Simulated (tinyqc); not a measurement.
Fully depleted semiconductor-on-insulator film with two gates, non-linear Poisson equation by Newton steps: one step of the calculation.

One dimension across the film, front interface at x = 0, back interface at x = ts. psi is counted from the intrinsic level, n = ni exp(psi/Vt) (source grounded), holes neglected, acceptors ionised. Gates act through Cox = eps0 eox/tox and Cbox = 3.9 eps0/tb with potentials G1 = Vg - (phiM - chi - Vt ln(Nc/ni)) and G2 = Vb - (phiB - chi - Vt ln(Nc/ni)). Classical Boltzmann densities, no interface charge, no depletion in the back plane.

Question. Newton step. Solve a d_(i-1) + b_i d_i + a d_(i+1) = -F_i for all nodes. Each component d is damped to sign(d) Vt ln(1 + |d|/Vt) before it is added.

Values chosen for this exercise:
- T = 250 K (temperature)

Constants: q = 1.602176634e-19 C, kB = 1.380649e-23 J/K, Vt = kB T/q. Results are converted to the units shown.

a = 4.2872909 uF/cm^2

```
node  diagonal b (F/cm^2)  residual F (C/cm^2)  psi at the start (V)
0           -6.1047955e-6         4.3571743e-7                   0.3
1           -8.5747140e-6        -3.3894468e-9                   0.3
2           -8.5747140e-6        -3.3894468e-9                   0.3
3           -8.5747140e-6        -3.3894468e-9                   0.3
4           -8.5747140e-6        -3.3894468e-9                   0.3
5           -8.5747140e-6        -3.3894468e-9                   0.3
6           -8.5747140e-6        -3.3894468e-9                   0.3
7           -8.5747140e-6        -3.3894468e-9                   0.3
8           -4.3225930e-6        -2.9155058e-8                   0.3
```

Find: Newton step d, before damping; psi after iteration 1.

Answer.

```
node  Newton step d, before damping (V)  psi after iteration 1 (V)
0                                0.2082                     0.3510
1                                0.1948                     0.3497
2                                0.1822                     0.3484
3                                0.1704                     0.3471
4                                0.1594                     0.3458
5                                0.1492                     0.3446
6                                0.1398                     0.3434
7                                0.1312                     0.3422
8                                0.1234                     0.3411
```

Numbers from tinyqc (`OMP_NUM_THREADS=1 python tinyqc.py 2190065 2190066 out.jsonl`; about 0.4 s on one thread of a shared Intel Xeon 2.30GHz).
